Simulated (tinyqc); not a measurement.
Inside a calculation. Method: plane-wave Kohn-Sham cycle with exchange-only LDA in a layered model solid. One step of it, computed by the program tinyqc.

Question. Iteration 1: levels at that k. Diagonalise the Hermitian matrix.

H (hartree):
```
           -2         -1         +0         +1         +2
-2   0.106249  -0.360000   0.000000   0.000000   0.000000
-1  -0.360000  -0.116030  -0.360000   0.000000   0.000000
+0   0.000000  -0.360000  -0.160485  -0.360000   0.000000
+1   0.000000   0.000000  -0.360000  -0.027118  -0.360000
+2   0.000000   0.000000   0.000000  -0.360000   0.284071
```

Give: eigenvalues.

Answer.

eigenvalues (hartree): -0.703  -0.324  0.066  0.430  0.617
